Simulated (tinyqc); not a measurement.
MP2 on RHF in the 6-31g basis, for H2, spin multiplicity 1, step by step. Computed by tinyqc, a small Python program that keeps every step (integrals from PySCF). Settings: charge = 0, multiplicity = 1, basis = 6-31g, method = RHF, energy threshold = 1e-10, iteration cap = 65, orthogonalisation = canonical, start = Wolfsberg-Helmholz matrix, DIIS depth = 6. Command: `OMP_NUM_THREADS=1 python tinyqc.py 31034 31035 out.jsonl` (the two numbers bound the seeds that draw the settings). One thread of a shared host (Intel(R) Xeon(R) Processor @ 2.60GHz), about 0.06 s of CPU time with the checks. The early iterations of the SCF are left out here.

## One-electron integrals

Geometry (angstrom):
```
atom         x         y         z
H     0.000000  0.000000  0.000000
H     0.000000  0.000000  0.745000
```

Basis 6-31g: exponents (1/bohr^2) and contraction coefficients of normalised primitives:
```
element  l (shell)   exponent  coefficient
H            s (1)  18.731137     0.033495
H            s (1)   2.825394     0.234727
H            s (1)   0.640122     0.813757
H            s (2)   0.161278     1.000000
```

Overlap, kinetic and nuclear-attraction integrals over the contracted functions; the nuclear repulsion is the sum of Za Zb / Rab.

nuclear repulsion = 0.71030498 hartree

overlap S, order 1H 1s, 1H 2s, 2H 1s, 2H 2s:
```
[[1.000000, 0.658292, 0.450824, 0.507291],
 [0.658292, 1.000000, 0.507291, 0.852290],
 [0.450824, 0.507291, 1.000000, 0.658292],
 [0.507291, 0.852290, 0.658292, 1.000000]]
```

kinetic energy T (hartree), order 1H 1s, 1H 2s, 2H 1s, 2H 2s:
```
[[1.395678, 0.259735, 0.227433, 0.165149],
 [0.259735, 0.241917, 0.165149, 0.184214],
 [0.227433, 0.165149, 1.395678, 0.259735],
 [0.165149, 0.184214, 0.259735, 0.241917]]
```

nuclear attraction V (hartree), order 1H 1s, 1H 2s, 2H 1s, 2H 2s:
```
[[-2.352079, -1.178870, -1.028703, -0.940505],
 [-1.178870, -1.167788, -0.940505, -1.036872],
 [-1.028703, -0.940505, -2.352079, -1.178870],
 [-0.940505, -1.036872, -1.178870, -1.167788]]
```

core Hamiltonian H = T + V (hartree), order 1H 1s, 1H 2s, 2H 1s, 2H 2s:
```
[[-0.956401, -0.919135, -0.801270, -0.775356],
 [-0.919135, -0.925872, -0.775356, -0.852658],
 [-0.801270, -0.775356, -0.956401, -0.919135],
 [-0.775356, -0.852658, -0.919135, -0.925872]]
```

## Two-electron integrals

Functions are numbered as in S; the eight-fold symmetry (ij|kl) = (ji|kl) = (kl|ij) leaves the list below.

Two-electron integrals (ij|kl) in chemists' order, unique and non-zero (hartree):
```
(11|11) 1.076566   (21|11) 0.578470   (21|21) 0.329423   (22|11) 0.587396
(22|21) 0.361304   (22|22) 0.453150   (31|11) 0.403464   (31|21) 0.229561
(31|22) 0.250324   (31|31) 0.196261   (32|11) 0.344446   (32|21) 0.208741
(32|22) 0.251478   (32|31) 0.185340   (32|32) 0.194675   (33|11) 0.659094
(33|21) 0.406184   (33|22) 0.496985   (33|31) 0.403464   (33|32) 0.439142
(33|33) 1.076566   (41|11) 0.439142   (41|21) 0.250948   (41|22) 0.276747
(41|31) 0.185340   (41|32) 0.171884   (41|33) 0.344446   (41|41) 0.194675
(42|11) 0.479024   (42|21) 0.296262   (42|22) 0.376169   (42|31) 0.222576
(42|32) 0.233302   (42|33) 0.479024   (42|41) 0.233302   (42|42) 0.329167
(43|11) 0.406184   (43|21) 0.250522   (43|22) 0.311795   (43|31) 0.229561
(43|32) 0.250948   (43|33) 0.578470   (43|41) 0.208741   (43|42) 0.296262
(43|43) 0.329423   (44|11) 0.496985   (44|21) 0.311795   (44|22) 0.409165
(44|31) 0.250324   (44|32) 0.276747   (44|33) 0.587396   (44|41) 0.251478
(44|42) 0.376169   (44|43) 0.361304   (44|44) 0.453150
```

## Orthogonalisation

S = U s U^T; canonical form X = U s^(-1/2), so that X^T S X = 1. Each column of U has its largest component positive (the first on a tie).

eigenvalues of S: [0.097256, 0.468815, 0.599630, 2.834298]

X, order 1H 1s, 1H 2s, 2H 1s, 2H 2s:
```
[[-0.718560, 0.789786, 0.866085, 0.270620],
 [2.150523, -0.665398, 0.289387, 0.321209],
 [0.718560, 0.789786, -0.866085, 0.270620],
 [-2.150523, -0.665398, -0.289387, 0.321209]]
```

## Iteration 8 (converged): orbitals

converged F (hartree), order 1H 1s, 1H 2s, 2H 1s, 2H 2s:
```
[[-0.033971, -0.504975, -0.556517, -0.512291],
 [-0.504975, -0.338047, -0.512291, -0.375144],
 [-0.556517, -0.512291, -0.033971, -0.504975],
 [-0.512291, -0.375144, -0.504975, -0.338047]]
```

Diagonalise F' = X^T F X, C = X C', fill 1 alpha and 1 beta electrons from the bottom; D = 2 C_occ C_occ^T. Each column has its largest component positive (the first on a tie).

F' = X^T F X (hartree):
```
[[0.837514, 0.000000, -0.580014, 0.000000],
 [0.000000, 0.770198, 0.000000, -0.097324],
 [-0.580014, 0.000000, 0.797473, 0.000000],
 [0.000000, -0.097324, 0.000000, -0.587362]]
```

orbital energies (hartree): [-0.594304, 0.237134, 0.777139, 1.397853]

coefficients C, order 1H 1s, 1H 2s, 2H 1s, 2H 2s:
```
[[0.326123, 0.123630, 0.768532, -1.118546],
 [0.273056, 1.702318, -0.686565, 1.345589],
 [0.326123, -0.123630, 0.768532, 1.118546],
 [0.273056, -1.702318, -0.686565, -1.345589]]
```

D after iteration 8, order 1H 1s, 1H 2s, 2H 1s, 2H 2s:
```
[[0.212713, 0.178100, 0.212713, 0.178100],
 [0.178100, 0.149119, 0.178100, 0.149119],
 [0.212713, 0.178100, 0.212713, 0.178100],
 [0.178100, 0.149119, 0.178100, 0.149119]]
```

## Convergence

Stop when the energy changes by less than 1e-10 hartree and every element of the error matrix X^T (F D S - S D F) X is below 3e-06.

Course of the cycle:
```
iteration  E (hartree)     change  largest element of the error matrix
1          -1.12106503          -                             1.15e-01
2          -1.12654667  -5.48e-03                             1.68e-02
3          -1.12666684  -1.20e-04                             4.00e-05
4          -1.12666684  -5.67e-10                             1.67e-05
5          -1.12666684  -7.21e-11                             1.06e-05
6          -1.12666684  -2.23e-11                             7.74e-06
7          -1.12666684  -9.72e-12                             6.10e-06
8          -1.12666684  -1.60e-11                             6.00e-09
```

PySCF RHF in the same basis = -1.12666684 hartree

Converged in 8 iterations.

## Integrals over molecular orbitals

(pq|rs) = sum C_ip C_jq C_kr C_ls (ij|kl), one index at a time.

one-electron integrals over orbitals h = C^T H C (hartree):
```
[[-1.242668, 0.000000, -0.166604, 0.000000],
 [0.000000, -0.550110, 0.000000, 0.207205],
 [-0.166604, 0.000000, -0.176629, 0.000000],
 [0.000000, 0.207205, 0.000000, 0.212305]]
```

Two-electron integrals over orbitals (pq|rs), unique and non-zero (hartree):
```
(11|11) 0.648364    (21|21) 0.080539    (22|11) 0.433892    (22|22) 0.386043
(31|11) 0.166604    (31|22) 0.050345    (31|31) 0.109115    (32|21) -0.018947
(32|32) 0.035829    (33|11) 0.531441    (33|22) 0.381628    (33|31) 0.119869
(33|33) 0.463795    (41|21) -0.079453   (41|32) -0.022234   (41|41) 0.137172
(42|11) -0.143329   (42|22) -0.055063   (42|31) -0.073488   (42|33) -0.098721
(42|42) 0.067825    (43|21) -0.083843   (43|32) -0.003073   (43|41) 0.123236
(43|43) 0.128252    (44|11) 0.661360    (44|22) 0.442604    (44|31) 0.201089
(44|33) 0.551959    (44|42) -0.167777   (44|44) 0.738523
```

## Second-order Moller-Plesset energy

Hartree-Fock energy = -1.12666684 hartree

E2 = sum_ijab (ia|jb) [2 (ia|jb) - (ib|ja)] / (e_i + e_j - e_a - e_b) over occupied i, j and virtual a, b; the opposite-spin part is (ia|jb)^2 / denominator, the rest is same-spin, and SCS-MP2 scales them by 6/5 and 1/3.

Terms:
```
i  j  a  b    (ia|jb)    (ib|ja)  denominator       term
1  1  4  4   0.137172   0.137172    -3.984313  -0.004723
1  1  3  3   0.109115   0.109115    -2.742886  -0.004341
1  1  2  2   0.080539   0.080539    -1.662876  -0.003901
1  1  4  2  -0.079453  -0.079453    -2.823595  -0.002236
1  1  2  4  -0.079453  -0.079453    -2.823595  -0.002236
```

Pair energies (hartree; pair i-j sums ij and ji):
```
pair  opposite spin  same spin
1-1       -0.017435          0
```

MP2 correlation energy = -0.01743550 hartree

SCS-MP2 correlation energy = -0.02092260 hartree

MP2 total energy = -1.14410234 hartree
